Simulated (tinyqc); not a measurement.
Inputs raised by 2 %, one at a time: rigid-ion and shell models of the dielectric response of an ionic crystal. Computed by tinyqc, a small Python program. Command: `OMP_NUM_THREADS=1 python tinyqc.py 3010428 3010429 out.jsonl shell sens`. One thread of a shared host (Intel(R) Xeon(R) Processor @ 2.30GHz), about 0.01 s of CPU time with the checks.

Charges +Z and -Z; 6 nearest neighbours, Madelung constant M = 1.747565, volume per ion pair Omega = 2.000000 d^3. Energy per pair U = -M Z^2 e2/d + 6 A exp(-d/rho), e2 = e^2/(4 pi eps_0). In the shell model the anion is a core of charge Y - Z and a massless shell of charge -Y, joined by the spring k; the repulsion acts on the shell. Each ion feels the Lorentz field E + (4 pi/3) P (Gaussian units).

Inputs (values chosen for the exercise, for a model crystal):
```
quantity,value,unit
nearest-neighbour distance d,2.74,angstrom
ionic charge Z,2,e
hardness d/rho,6.89,-
cation mass,17.3,u
anion mass,35.45,u
shell charge size Y,3.16,e
core-shell spring k,57.7,eV/angstrom^2
cation polarisability alpha_+,0.81,angstrom^3
film thickness t,3.1,nm
```

Structure: rock salt.

Constants: e^2/(4 pi eps_0) = 14.39964548 eV angstrom; 1 eV/angstrom^3 = 160.2176634 GPa; nu for 1 eV/(angstrom^2 u) = 15.6333042 THz; 1 THz = 33.35640952 1/cm; eps_0 = 8.8541878128e-12 F/m; h x 1 THz = 4.135667696 meV.

Method:
- Zero pressure fixes 6 A exp(-d/rho) = M Z^2 e2 rho/d^2. Then U = -(M Z^2 e2/d)(1 - rho/d), B = M Z^2 e2 (d/rho - 2)/(9 Omega d), and the spring of one sublattice against the other is R = (1/3) x (Laplacian of the repulsion summed over neighbours) = M Z^2 e2 (d/rho - 2)/(3 d^3), so R = 3 B Omega/d^2.
- Eliminating the shell gives the anion polarisability alpha_- = Y^2 e2/(k + R), the Szigeti charge Z_S = Z - Y R/(k + R) and the softened spring R' = k R/(k + R). With b = 4 pi (alpha_+ + alpha_-)/(3 Omega): eps_inf = (1 + 2b)/(1 - b) (Clausius-Mossotti); Born charge Z* = Z_S (eps_inf + 2)/3.
- mu lambda_TO = R' - (4 pi e2/(3 Omega)) Z_S^2/(1 - b); mu lambda_LO = mu lambda_TO + 4 pi e2 Z*^2/(eps_inf Omega); eps_s = eps_inf lambda_LO/lambda_TO.
- lambda in eV/(angstrom^2 u) gives the wavenumber 15.6333042 x 33.35640952 x sqrt(lambda); mu is the reduced mass.
- Capacitance per area eps_0 eps_s/t; equivalent oxide thickness EOT = t x 3.9/eps_s; the surface optical mode against silicon (eps = 11.7) lies at omega_TO sqrt[(eps_s + 11.7)/(eps_inf + 11.7)], and its squared coupling to channel electrons scales as g = hbar omega_SO [1/(11.7 + eps_inf) - 1/(11.7 + eps_s)], with hbar omega = h c x wavenumber.

Runs:
```
input moved,from,to,eps_s,eps_inf,omega_TO (1/cm),equivalent oxide thickness (nm)
base run,-,-,18.258,2.3189,186.93,0.66216
nearest-neighbour distance d (angstrom),2.74,2.7948,17.378,2.2209,184.06,0.69571
ionic charge Z (e),2,2.04,17.946,2.3121,191.53,0.67368
hardness d/rho,6.89,7.0278,15.832,2.3142,201.57,0.76365
cation mass (u),17.3,17.646,18.258,2.3189,185.69,0.66216
core-shell spring k (eV/angstrom^2),57.7,58.854,18.167,2.2951,187.05,0.66549
cation polarisability alpha_+ (angstrom^3),0.81,0.8262,18.487,2.3292,186.10,0.65399
film thickness t (nm),3.1,3.162,18.258,2.3189,186.93,0.67540
```

Exponents ln(y'/y) / ln(x'/x):
```
input,eps_s,eps_inf,omega_TO,equivalent oxide thickness
nearest-neighbour distance d,-2.496,-2.181,-0.780,2.496
ionic charge Z,-0.871,-0.147,1.229,0.871
hardness d/rho,-7.201,-0.103,3.809,7.201
cation mass,0.000,0.000,-0.335,0.000
core-shell spring k,-0.253,-0.521,0.035,0.253
cation polarisability alpha_+,0.627,0.223,-0.223,-0.627
film thickness t,0.000,0.000,0.000,1.000
```

To which inputs is each result most sensitive?

Among the inputs moved here: eps_s answers most in size to hardness d/rho (exponent -7.201), next to nearest-neighbour distance d (-2.496); its exponent is below 0.0005 for cation mass, film thickness t. Its exponent 0.000 in cation mass: static response does not involve the masses. eps_inf answers most in size to nearest-neighbour distance d (exponent -2.181), next to core-shell spring k (-0.521); its exponent is below 0.0005 for cation mass, film thickness t. omega_TO answers most in size to hardness d/rho (exponent +3.809), next to ionic charge Z (+1.229); its exponent is below 0.0005 for film thickness t. Equivalent oxide thickness answers most in size to hardness d/rho (exponent +7.201), next to nearest-neighbour distance d (+2.496); its exponent is below 0.0005 for cation mass. Its exponent +1.000 in film thickness t: EOT is proportional to t.
